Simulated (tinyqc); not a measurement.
What moves the results: polytypes by hexagonality, and a cubic inclusion as a quantum well. A value that a table varies takes the place of the one given here.

Gap: E3 + (Es - E3) h/hs for h up to hs, then linear from Es to E2 at h = 1. Valence top Ev2 h and polarisation P2 h, both counted from 3C; Ec = Ev + gap.

A cubic inclusion of width L = N d in the host (h = 0.4) is a well of depth V = Ec(host) - Ec(3C). Square well with mass mismatch: k tan(k L/2) = (m_w/m_b) q, k = sqrt(m_w E/c), q = sqrt(m_b (V - E)/c), c = hbar^2/2m0, lowest root. The depth of the level, V - E, is its binding, and the transition to the valence top of the host is gap(host) - (V - E). The step in polarisation gives a field |F| = |P|/(eps eps0) in a thin inclusion, eps0 = 8.8541878e-12 F/m.

Constants: hbar^2/2m0 = 3.80998211 eV angstrom^2.

Inputs chosen for the exercise (of the order of those of SiC; the results hold for these values, not for the real material): E3 = 2.407 eV (gap of the cubic polytype); E2 = 3.3 eV (gap of 2H); Ev2 = 0.144 eV (valence top of 2H above that of 3C); P2 = -0.0366 C/m^2 (spontaneous polarisation of 2H); Es = 3.285 eV (gap at the hexagonality hs); hs = 0.5 (hexagonality up to which the first line holds); m = (0.326, 0.311) m0 (electron mass along c in the cubic layer and in the host); d = 2.514 angstrom (thickness of a double layer); eps = 10 (dielectric constant); N = 4 (double layers in the cubic inclusion).

## Width of the inclusion

Without the field: square well. With it, the potential inside is |F| (z - L/2), the host conduction edge lies at V - |F| L/2 on one side and V + |F| L/2 on the other, and the lowest level E_F is found by finite differences (step 0.25 angstrom, wide box, good to about 1 meV). Holes sit in the host on the high side, so the transition is gap(host) - V + E_F - |F| L/2. A dash: bound by less than 2 meV or not at all.

Results:

| N | L (angstrom) | depth (eV) | transition (eV) | depth below the low side, with field (eV) | transition with field (eV) |
|---|---|---|---|---|---|
| 1 | 2.51 | 0.066 | 3.043 | 0.047 | 3.021 |
| 2 | 5.03 | 0.201 | 2.909 | 0.161 | 2.865 |
| 3 | 7.54 | 0.326 | 2.783 | 0.267 | 2.718 |
| 4 | 10.06 | 0.423 | 2.686 | 0.344 | 2.599 |
| 6 | 15.08 | 0.546 | 2.564 | 0.430 | 2.430 |
| 8 | 20.11 | 0.614 | 2.496 | 0.465 | 2.311 |
| 12 | 30.17 | 0.680 | 2.429 | 0.482 | 2.128 |

The square well binds a level even at N = 1 (66 meV), as any symmetric one-dimensional well does; the depth grows to 680 of 760 meV, and the transition tends to E3 - Ev(host) = 2.349 eV. With the field the level is bound by 2 meV or more for N = 1, 2, 3, 4, 6, 8 and 12, and the transition is lowered by 22 meV at N = 1 and 301 meV at N = 12, where |F| L/2 = 249 meV. Free carriers or surface charge screen the field and the step between the two sides, and the attraction to the hole, left out here, binds the electron further.

## The same inclusion in several hosts

h from the stacking: 8H 1/4, 6H 1/3, 15R 2/5, 4H 1/2, 9R 2/3, 2H 1. V = Ec(host) - Ec(3C); square-well level from k tan(k L/2) = (m_w/m_b) q, k = sqrt(m_w E/c), q = sqrt(m_b (V - E)/c), L = N d; |F| = |P|/(eps eps0), eps0 = 8.8541878e-12 F/m.

Results:

| host | h | gap (eV) | V (eV) | depth (eV) | \|F\| (MV/cm) |
|---|---|---|---|---|---|
| 8H | 0.250 | 2.846 | 0.475 | 0.215 | 1.03 |
| 6H | 0.333 | 2.992 | 0.633 | 0.327 | 1.38 |
| 15R | 0.400 | 3.109 | 0.760 | 0.423 | 1.65 |
| 4H | 0.500 | 3.285 | 0.950 | 0.574 | 2.07 |
| 9R | 0.667 | 3.290 | 0.979 | 0.598 | 2.76 |
| 2H | 1.000 | 3.300 | 1.037 | 0.645 | 4.13 |

From 8H to 4H the well deepens by a factor of 2.00 and the bound level by 2.67, between the limits of a wide well (as V) and a thin one (as V^2); in 4H the level keeps 60 % of V; from 4H to 2H the gap gains only 15 meV while the field doubles. The depths leave the field out, although its drop |F| L reaches 416 meV in 2H.

## What each parameter does

Well depth, depth of the level, transition without the field and field. Each row changes one parameter from the base and keeps the others.

Results:

| case | V (eV) | depth (eV) | transition (eV) | \|F\| (MV/cm) |
|---|---|---|---|---|
| base | 0.7600 | 0.4230 | 2.6864 | 1.653 |
| N = 5 | 0.7600 | 0.4938 | 2.6156 | 1.653 |
| Ev2 = 0.174 eV | 0.7720 | 0.4323 | 2.6771 | 1.653 |
| E3 = 2.387 eV | 0.7760 | 0.4354 | 2.6700 | 1.653 |
| E2 = 3.33 eV | 0.7600 | 0.4230 | 2.6864 | 1.653 |
| P2 = -0.0476 C/m^2 | 0.7600 | 0.4230 | 2.6864 | 2.150 |
| eps = 11 | 0.7600 | 0.4230 | 2.6864 | 1.503 |
| m = (0.391, 0.311) m0 | 0.7600 | 0.4365 | 2.6729 | 1.653 |

The largest shifts from the base row, up to three for each result and ties (the steps differ in size, so this ranks the rows, not the parameters). V (eV): E3 +0.0160, Ev2 +0.0120; unchanged at the printed digits by N, E2, P2, eps and m. depth (eV): N +0.0708, m +0.0135, E3 +0.0124; unchanged at the printed digits by E2, P2 and eps. transition (eV): N -0.0708, E3 -0.0164, m -0.0135; unchanged at the printed digits by E2, P2 and eps. |F| (MV/cm): P2 +0.497, eps -0.150; unchanged at the printed digits by N, Ev2, E3, E2 and m.

Run: tinyqc, `OMP_NUM_THREADS=1 python tinyqc.py 1850970 1850971 out.jsonl`; Intel(R) Xeon(R) Processor @ 2.30GHz, one thread, shared host; about 0.04 s of CPU time with all checks.
